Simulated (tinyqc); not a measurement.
Donor or exciton in a quantum well (variational effective-mass method): one step, computed by the program tinyqc. Command: `OMP_NUM_THREADS=1 python tinyqc.py 3000616 3000617 out.jsonl welldonor walk`. One thread of a shared host (Intel(R) Xeon(R) Processor @ 2.30GHz), about 0.1 s of CPU time with the checks.

H = -nabla^2 - 2/|r - r_i| + V(z) in effective units; trial function psi = f(z) exp(-|r - r_i|/lambda), f the ground state of the well. Mass and screening are the same in well and barrier; l = L/a* is the width in effective units. Bands are flat: no polarisation or applied field.

Problem. Binding at the trial radius. k solves k tan(k l/2) = sqrt(v - k^2), v = V_0/Ry*, 0 < k l/2 < pi/2 (bisection); f = cos(k z) inside and cos(k l/2) exp(-kappa (|z| - l/2)) outside, kappa = sqrt(v - k^2); subband energy k^2 Ry*. Binding E_b(lambda) = -1/lambda^2 + 4 A/(lambda B), with A = int f^2 exp(-2 s/lambda) dz, B = int f^2 exp(-2 s/lambda)(1 + 2 s/lambda) dz and s = |z - z_i|; 40 Gauss-Legendre points on each piece between the walls at z = -l/2 and l/2 and z_i, and out to 12/(kappa + 1/lambda) beyond the walls.

Inputs (values chosen for the exercise, modelled on CdTe): trial radius lambda = 0.45 a*; donor position z_i/L from the centre = 0.1; barrier height V_0 = 0.43 eV.

Centre: donor. Barriers: finite.

l = 3.119118

Ry* = 11.76997 meV

Give: A; B; E_b(lambda).

Solution.

A = 0.3874 a*

B = 0.7279 a*

E_b(lambda) = -0.2073 Ry*
